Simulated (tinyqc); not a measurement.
Bias dependence of the times: oxide trap near a transistor channel: two-state multiphonon kinetics, telegraph noise and bias instability. Computed by tinyqc, a small Python program. Command: `OMP_NUM_THREADS=1 python tinyqc.py 3004524 3004525 out.jsonl oxidetrap walk`. One thread of a shared host (Intel(R) Xeon(R) Processor @ 2.30GHz), about 0.01 s of CPU time with the checks.

An n-channel device under positive gate bias. The trap is empty (state 1) or holds an electron (state 2); both states are parabolas of equal curvature, and the electron reservoir is taken at the Fermi level of the channel.

Inputs (values chosen for the exercise, with an insulator like SiO2 on silicon):
```
quantity,value,unit
trap depth x from the interface,1.5,nm
tunnel barrier phi_b,3.16,eV
tunnelling mass m_ox,0.43,m_0
trap level above E_F at zero field E_t,0.64,eV
relaxation energy E_R,2,eV
oxide field F,4,MV/cm
attempt rate k_0 at the interface,1e+12,1/s
temperature T,200,K
```

Parts treated: one trap and an ensemble.

Constants: hbar^2/(2 m_0) = 3.80998212 eV angstrom^2; k_B = 8.617333262e-05 eV/K.

Method. kappa = sqrt(2 m_ox phi_b)/hbar = sqrt(m_ox phi_b/(hbar^2/2m_0)); attenuation length lambda = 1/(2 kappa); factor exp(-x/lambda) for a rectangular barrier. E_21 = E_t - e F x is the energy of state 2 over state 1; barriers E_c = (E_R + E_21)^2/(4 E_R), E_e = E_c - E_21; tau_c = exp(E_c/k_B T)/(k_0 P), tau_e = exp(E_e/k_B T)/(k_0 P), P the tunnelling factor; occupation f_2 = tau_e/(tau_c + tau_e); 1/tau_0 = 1/tau_c + 1/tau_e.

tunnelling factor = 1.65670e-08

Against field:
```
F (MV/cm),E_21 (eV),tau_c (s),tau_e (s),f_2
0.0,0.64,5.4204e+17,4.0433e+01,7.4595e-17
1.2,0.46,6.9576e+14,1.7822e+03,2.5616e-12
2.4,0.28,1.4289e+12,1.2569e+05,8.7965e-08
3.2,0.16,2.9974e+10,2.7857e+06,9.2926e-05
4.0,0.04,7.7485e+08,7.6079e+07,8.9406e-02
4.8,-0.08,2.4683e+07,2.5605e+09,9.9045e-01
6.0,-0.26,2.0762e+05,7.3959e+11,1.0000e+00
```

What does the comparison show, and why?

ln(tau_c/tau_e) falls by e x/k_B T = 8.703 per MV/cm, which measures the depth x if the change of surface potential with bias is left aside. Over these rows tau_c shortens by 12.42 decades and tau_e lengthens by 10.26; the shares differ because E_21 is not small against E_R. The times cross at F = E_t/(e x) = 4.27 MV/cm.

Extremes, crossings and ranges named in words are read from the listed rows.
